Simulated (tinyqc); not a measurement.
Delta-doped layer in the Thomas-Fermi potential: one step. Estimate from a V-shaped well. Five cases, with inputs chosen for the exercise.

Problem. Near z = 0 the well is -depth + e F0 |z|, whose levels are a (c (e F0)^2/m_z)^(1/3) with a = 1.018793 (even) and 2.338107 (odd); c = hbar^2/2m0, m_z = ml, for the unprimed levels.

Constants: hbar^2/2m0 = 3.80998211 eV angstrom^2.

Give: levels 0 and 1.

Case 1.

Values chosen (out of a larger set: near those of a delta-doped layer in Si; not measured data): ml = 0.918 m0 (longitudinal mass); mt = 0.191 m0 (transverse mass).

e F0 = 0.02070205 eV/angstrom
depth = 0.137462 eV

Subbands:
```
label  valleys g  m_d (m0)     E (eV)  rms z (angstrom)
0              2  0.191000  -0.054582             8.334
0'             4  0.418734  -0.028958            20.909
1              2  0.191000  -0.003810            37.863
```

Solution.

levels 0 and 1 (eV): [-0.0140, 0.1458]

Level 0 comes out 41 meV too high, since screening flattens the true well away from the plane, and level 1 lands above the rim at 0.

Case 2.

Values chosen (out of a larger set: near those of a delta-doped layer in Si; not measured data): ml = 0.935 m0 (longitudinal mass); mt = 0.191 m0 (transverse mass).

e F0 = 0.009967655 eV/angstrom
depth = 0.076322 eV

Subbands:
```
label  valleys g  m_d (m0)     E (eV)  rms z (angstrom)
0              2  0.191000  -0.027615            11.175
0'             4  0.422593  -0.013689            29.619
1              2  0.191000  -0.000897            64.880
```

Solution.

levels 0 and 1 (eV): [-0.0010, 0.0966]

Level 0 comes out 27 meV too high, since screening flattens the true well away from the plane, and level 1 lands above the rim at 0.

Case 3.

Values chosen (out of a larger set: near those of a delta-doped layer in Si; not measured data): ml = 0.92 m0 (longitudinal mass); mt = 0.194 m0 (transverse mass).

e F0 = 0.1469263 eV/angstrom
depth = 0.652644 eV

Subbands:
```
label  valleys g  m_d (m0)     E (eV)  rms z (angstrom)
0              2  0.194000  -0.319084             3.839
0'             4  0.422469  -0.194965             8.661
1              2  0.194000  -0.064572            11.982
2              2  0.194000  -0.013303            26.423
```

Solution.

levels 0 and 1 (eV): [-0.1971, 0.3928]

Level 0 comes out 122 meV too high, since screening flattens the true well away from the plane, and level 1 lands above the rim at 0.

Case 4.

Values chosen (out of a larger set: near those of a delta-doped layer in Si; not measured data): ml = 0.941 m0 (longitudinal mass); mt = 0.196 m0 (transverse mass).

e F0 = 0.02146880 eV/angstrom
depth = 0.139373 eV

Subbands:
```
label  valleys g  m_d (m0)     E (eV)  rms z (angstrom)
0              2  0.196000  -0.055228             8.176
0'             4  0.429460  -0.029279            20.517
1              2  0.196000  -0.003802            37.335
```

Solution.

levels 0 and 1 (eV): [-0.0139, 0.1485]

Level 0 comes out 41 meV too high, since screening flattens the true well away from the plane, and level 1 lands above the rim at 0.

Case 5.

Values chosen (out of a larger set: near those of a delta-doped layer in Si; not measured data): ml = 0.934 m0 (longitudinal mass); mt = 0.189 m0 (transverse mass).

e F0 = 0.01391933 eV/angstrom
depth = 0.099797 eV

Subbands:
```
label  valleys g  m_d (m0)     E (eV)  rms z (angstrom)
0              2  0.189000  -0.037781             9.732
0'             4  0.420150  -0.019169            25.434
1              2  0.189000  -0.001850            50.116
```

Solution.

levels 0 and 1 (eV): [-0.0056, 0.1164]

Level 0 comes out 32 meV too high, since screening flattens the true well away from the plane, and level 1 lands above the rim at 0.

Computed by tinyqc, one run a case: `OMP_NUM_THREADS=1 python tinyqc.py N N+1 out.jsonl` with N = 1251861, 1252312, 1252666, 1252730, 1280287; one thread of a shared Intel(R) Xeon(R) Processor @ 2.30GHz, about 0.2 s a run at most.
